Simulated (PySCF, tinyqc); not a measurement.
Worked calculation: FCI on RHF in the sto-3g basis, for H4, spin multiplicity 1. The lowest restricted solution is unstable here: a spin-polarised one lies 0.0433 hartree lower (PySCF). One step of it, computed by the program tinyqc.

Task: FCI: roots. Diagonalise (each vector has its largest component positive (the first on a tie)); all determinants have Ms = 0, so triplets appear too. The lowest singlet root is the correlation energy.

Occupation strings over the orbitals (2 doubly, a alpha, b beta, 0 empty; spin orbitals ordered 1a 1b 2a 2b ...): 2200 aabb 2020 abab 2002 abba baab 0220 baba 0202 bbaa 0022

H - E(HF) between determinants (hartree):
```
           2200       aabb       2020       abab       2002       abba       baab       0220
2200   0.000000  -0.048666   0.080240  -0.079534   0.140750   0.128200   0.128200   0.128630
aabb  -0.048666   1.068812   0.079534  -0.080240  -0.128200  -0.140750  -0.128630  -0.128200
2020   0.080240   0.079534   0.227550   0.062879   0.156499  -0.142413  -0.142413   0.144462
abab  -0.079534  -0.080240   0.062879   1.100394   0.142413  -0.156499  -0.144462   0.142413
2002   0.140750  -0.128200   0.156499   0.142413   1.306564  -0.014213  -0.014213   0.000000
abba   0.128200  -0.140750  -0.142413  -0.156499  -0.014213   1.210652   0.000000  -0.014213
baab   0.128200  -0.128630  -0.142413  -0.144462  -0.014213   0.000000   1.210652  -0.014213
0220   0.128630  -0.128200   0.144462   0.142413   0.000000  -0.014213  -0.014213   1.120791
baba  -0.079534  -0.078882   0.062879   0.000000   0.142413  -0.144462  -0.156499   0.142413
0202   0.078882   0.079534   0.000000   0.062879   0.144462  -0.142413  -0.142413   0.156499
bbaa  -0.048666   0.000000   0.079534  -0.078882  -0.128200  -0.128630  -0.140750  -0.128200
0022   0.000000  -0.048666   0.078882  -0.079534   0.128630   0.128200   0.128200   0.140750

           baba       0202       bbaa       0022
2200  -0.079534   0.078882  -0.048666   0.000000
aabb  -0.078882   0.079534   0.000000  -0.048666
2020   0.062879   0.000000   0.079534   0.078882
abab   0.000000   0.062879  -0.078882  -0.079534
2002   0.142413   0.144462  -0.128200   0.128630
abba  -0.144462  -0.142413  -0.128630   0.128200
baab  -0.156499  -0.142413  -0.140750   0.128200
0220   0.142413   0.156499  -0.128200   0.140750
baba   1.100394   0.062879  -0.080240  -0.079534
0202   0.062879   2.046697   0.079534   0.080240
bbaa  -0.080240   0.079534   1.068812  -0.048666
0022  -0.079534   0.080240  -0.048666   2.222613
```

Give: lowest roots of this matrix, relative to E(HF); lowest vectors; <S^2> of these roots; weight of the ground state by excitation level 0, 1, 2, ....

Result:

lowest roots of this matrix, relative to E(HF) (hartree): [-0.0991, 0.1511, 0.6403, 0.8619, 1.0676, 1.0993, 1.2129, 1.2159]

lowest vectors, order 2200, aabb, 2020, abab, 2002, abba, baab, 0220, baba, 0202, bbaa, 0022:
$$\begin{pmatrix}
0.9218 & 0.2979 & 0.0000 & 0.1829 \\
0.0343 & -0.0960 & 0.4082 & 0.3150 \\
-0.3141 & 0.8959 & 0.0000 & 0.2325 \\
0.0760 & 0.0263 & 0.4082 & -0.3303 \\
-0.0674 & -0.1859 & 0.0000 & 0.3298 \\
-0.1103 & 0.0696 & 0.4082 & 0.0153 \\
-0.1103 & 0.0696 & 0.4082 & 0.0153 \\
-0.0716 & -0.2069 & 0.0000 & 0.5972 \\
0.0760 & 0.0263 & 0.4082 & -0.3303 \\
-0.0472 & 0.0365 & 0.0000 & -0.1269 \\
0.0343 & -0.0960 & 0.4082 & 0.3150 \\
0.0392 & -0.0210 & 0.0000 & -0.1179
\end{pmatrix}$$

<S^2> of these roots: [0.0000, 0.0000, 6.0000, 0.0000, 2.0000, 2.0000, 2.0000, 0.0000]

weight of the ground state by excitation level 0, 1, 2, ...: [0.8496, 0.0000, 0.1488, 0.0000, 0.0015]

The reference has a weight of only 0.85: one determinant is a poor start here.
